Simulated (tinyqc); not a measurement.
Free and trapped electrons in a MOS channel with a dense trap tail: effect of the temperature.

p-type body, charge-sheet picture, full ionisation (an idealisation for deep acceptors), Boltzmann statistics for free electrons. e = Ec - EF at the surface. Acceptor-like traps of density D(E) = D0 + De exp(-E/Ew) at depth E below Ec, from 0 to Eu, hold n_t = integral of D(E)/(1 + exp((e - E)/Vt)). psi = Eg - Vt ln(Nv/Na) - e; N_dep = sqrt(2 eps0 eps_r Na (psi - Vt)/q); n_f = sqrt(N_dep^2 + 2 eps0 eps_r Vt Nc exp(-e/Vt)/q) - N_dep; Vg = Vfb + psi + q (N_dep + n_t + n_f)/Cox, Cox = eps0 eox/tox.

Nc and Nv are given at 475 K and scale as (T/475 K)^1.5; Eg, Vfb and mf are held fixed. VT is the Vg for n_f = 1e11 cm^-2; swing ln 10 n_f/(dn_f/dVg) at n_f = 1e8 cm^-2; the last three columns are for Vg = VT + 2.7 V, with free share n_f/(n_f + n_t) and field-effect mobility mf q (dn_f/dVg)/Cox; there EF is near the band edge, where Boltzmann statistics are rough.

Values chosen for this exercise; band and dielectric values close to those of 4H silicon carbide:
- Eg = 3.21 eV (band gap)
- eps_r = 9.63 (relative permittivity)
- Nc = 3.43e19 cm^-3 (conduction-band density of states at the reference temperature)
- Nv = 5.02e19 cm^-3 (valence-band density of states at the reference temperature)
- eox = 3.9 (relative permittivity of the insulator)
- tox = 34 nm (insulator thickness)
- Na = 7.7e15 cm^-3 (acceptor density)
- Vfb = -2.79 V (flat-band voltage without trapped charge)
- D0 = 1.1e11 cm^-2 eV^-1 (constant background density of acceptor-like traps)
- De = 5.7e13 cm^-2 eV^-1 (density of the tail at the conduction edge)
- Ew = 0.12 eV (decay energy of the tail)
- Eu = 0.68 eV (depth below Ec down to which the traps reach)
- mf = 220 cm^2/(V s) (mobility of free electrons)

Constants: q = 1.602176634e-19 C, kB = 1.380649e-23 J/K, Vt = kB T/q, eps0 = 8.8541878128e-14 F/cm where lengths are in cm. Results are converted to the units shown.

Results:

| T (K) | e at VT (eV) | VT (V) | q n_t/Cox at VT (V) | swing (mV/decade) | n_f (cm^-2) | free share (%) | field-effect mobility (cm^2/(V s)) |
|---|---|---|---|---|---|---|---|
| 200 | 0.04747 | 8.664 | 7.478 | 961.5 | 5.489e11 | 8.410 | 94.23 |
| 250 | 0.07157 | 7.368 | 6.254 | 801.8 | 4.718e11 | 8.208 | 72.30 |
| 300 | 0.09796 | 6.188 | 5.152 | 642.7 | 4.449e11 | 8.821 | 63.75 |
| 350 | 0.1263 | 5.150 | 4.193 | 507.1 | 4.415e11 | 9.963 | 60.86 |
| 450 | 0.1877 | 3.492 | 2.705 | 325.5 | 4.719e11 | 13.58 | 62.77 |
| 500 | 0.2205 | 2.849 | 2.150 | 273.0 | 4.993e11 | 16.04 | 65.83 |
| 550 | 0.2546 | 2.308 | 1.700 | 236.2 | 5.329e11 | 18.90 | 69.72 |

Estimate the missing row, T = 400 K.

Computed row:

| T (K) | e at VT (eV) | VT (V) | q n_t/Cox at VT (V) | swing (mV/decade) | n_f (cm^-2) | free share (%) | field-effect mobility (cm^2/(V s)) |
|---|---|---|---|---|---|---|---|
| 400 | 0.1562 | 4.254 | 3.381 | 401.7 | 4.518e11 | 11.56 | 60.92 |

With this row back in the table: As T goes from 200 to 550, VT falls from 8.66 to 2.31 V, its part due to traps falls from 7.48 to 1.70 V, the swing falls from 961 to 236 mV/decade and the field-effect mobility goes from 94.2 through a minimum of 60.9 (at T = 350 among the rows listed) to 69.7 cm^2/(V s). On heating the same n_f is reached with EF deeper in the gap, where fewer tail states are filled.

tinyqc, about 0.02 s, one thread, Intel Xeon 2.30GHz (shared host): `OMP_NUM_THREADS=1 python tinyqc.py 2222197 2222198 out.jsonl`
